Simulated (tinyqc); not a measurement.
Inside a calculation. Method: tight binding, kagome lattice. One step of it, computed by the program tinyqc.

Task: Levels at K. Diagonalise the Hermitian matrix.

H(k) at K (eV), order A, B, C:
$$\begin{pmatrix}
0.000000 & -0.540000+0.917987i & -0.540000-0.917987i \\
-0.540000-0.917987i & 0.000000 & -0.540000+0.917987i \\
-0.540000+0.917987i & -0.540000-0.917987i & 0.290000
\end{pmatrix}$$

Give: eigenvalues; weights |c|^2 of the basis functions.

Result:

eigenvalues (eV): [-1.0662, -0.8765, 2.2327]

weights |c|^2 of the basis functions, order A, B, C:
$$\begin{pmatrix}
0.4980 & 0.1897 & 0.3123 \\
0.4980 & 0.1897 & 0.3123 \\
0.0039 & 0.6206 & 0.3754
\end{pmatrix}$$
